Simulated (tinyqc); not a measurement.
# Field length and prefactor from two substrate currents

Question. For Em = (Vd - Vdsat)/l, Isub/Id = (Ai/Bi)(Vd - Vdsat) exp(-Bi l/(Vd - Vdsat)), and l = sqrt(3 tox xj). Find l, Ai and xj.

Parameters, values chosen for the exercise:

| symbol | value | unit | meaning |
|---|---|---|---|
| tox | 26 | nm | oxide thickness |
| Bi | 1.83 | MV/cm | ionisation field |

Isub/Id at Vd - Vdsat = 3.1 and 4.2 V: 4.71740357e-5  0.00119525996

Solution. ln[Isub/(Id (Vd - Vdsat))] is linear in 1/(Vd - Vdsat) with slope -Bi l.

l = 189 nm
Ai = 2.00e6 1/cm
xj = 460 nm

Program tinyqc, `OMP_NUM_THREADS=1 python tinyqc.py 2550162 2550163 out.jsonl`; Intel Xeon 2.30GHz, shared host, one thread, about 0.01 s.
